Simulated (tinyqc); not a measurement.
Coverage against grain size: equilibrium and kinetic segregation of a solute to boundaries and growing surfaces. Computed by tinyqc, a small Python program. Command: `OMP_NUM_THREADS=1 python tinyqc.py 3002884 3002885 out.jsonl segreg walk`. One thread of a shared host (Intel(R) Xeon(R) Processor @ 2.30GHz), about 0.01 s of CPU time with the checks.

Inputs (values chosen for the exercise, for a model alloy):
```
quantity                              value  unit
segregation energy Q                  0.689    eV
interaction z w (positive attracts)  -0.067    eV
total solute fraction x0             0.0049     -
temperature T                           850     K
boundary thickness delta               0.31    nm
```

Isotherm: Fowler-Guggenheim.

Constants: k_B = 8.617333262e-05 eV/K.

Method. With theta the solute fraction on boundary sites and x that in the grains, theta/(1 - theta) = [x/(1 - x)] exp[(Q + z w theta)/(k_B T)]. Finite grains: boundary sites are the fraction f = 3 delta/d, and x0 = (1 - f) x + f theta; solve both equations for theta; share at boundaries = f theta/x0.

At T:
```
d (nm)    theta  x in the grains  share at boundaries (%)
15      0.07892       7.5690e-06                   99.855
30      0.15751       1.7747e-05                   99.649
60      0.31296       4.9846e-05                   98.998
120     0.60433       2.1814e-04                   95.583
250     0.89457       1.5781e-03                   67.914
500     0.94206       3.1536e-03                   35.760
1000    0.95352       4.0170e-03                   18.097
5000    0.95998       4.7223e-03                    3.644
```

What does the comparison show, and why?

From the largest grains to the smallest the share at boundaries rises from 3.6 to 100 %, and x/x0 falls to 0.0015. In the dilute limit x/x0 = 1/(1 - f + f exp(Q/(k_B T))), which gives 0.0013 at 15 nm.

Extremes, crossings and ranges named in words are read from the listed rows.
